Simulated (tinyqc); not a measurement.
## Gate voltage for a given inversion charge

Problem. p-type body, charge-sheet picture, depletion and inversion only, full ionisation (an idealisation for deep acceptors), Boltzmann statistics (rough once Na exp(x - xn) passes about Nc/7). In units of Vt: xg = (Vg - Vfb)/Vt, x = psi/Vt, G = gamma/sqrt(Vt), xn = (2 phiF + Vc)/Vt. The implicit equation is (xg - x)^2 = G^2 [x - 1 + exp(x - xn)] for x above about 3. Cox = eps0 eox/tox. ni = sqrt(Nc Nv) exp(-Eg/(2 Vt)), Eg in volts; phiF = Vt ln(Na/ni); gamma = sqrt(2 q eps0 eps_r Na)/Cox. N_inv = (Cox Vt G/q) [sqrt(x - 1 + exp(x - xn)) - sqrt(x - 1)]. Find x - xn, psi and Vg.

Inputs (values chosen for the exercise); band and dielectric values close to those of silicon:

| symbol | value | unit | meaning |
|---|---|---|---|
| T | 300 | K | temperature |
| Eg | 1.12 | eV | band gap |
| eps_r | 11.6 |  | relative permittivity |
| Nc | 2.85e19 | cm^-3 | conduction-band density of states at T |
| Nv | 2.61e19 | cm^-3 | valence-band density of states at T |
| eox | 9.04 |  | relative permittivity of the gate insulator (close to aluminium oxide) |
| tox | 53 | nm | insulator thickness |
| Na | 3.8e16 | cm^-3 | acceptor density |
| Vfb | -0.98 | V | flat-band voltage |
| Vc | 0.5 | V | channel-body voltage |

Constants: q = 1.602176634e-19 C, kB = 1.380649e-23 J/K, Vt = kB T/q, eps0 = 8.8541878128e-14 F/cm where lengths are in cm. Results are converted to the units shown.

N_inv = 1.4e10 cm^-2

Answer. N_inv rises steadily with x, so it fixes x; the implicit equation then gives xg directly.

x - xn = 0.5673
psi = 1.295 V
Vg = 1.164 V

Computed by the program tinyqc: `OMP_NUM_THREADS=1 python tinyqc.py 2122032 2122033 out.jsonl`, one thread of a shared Intel Xeon 2.30GHz, about 0.01 s for the whole run.
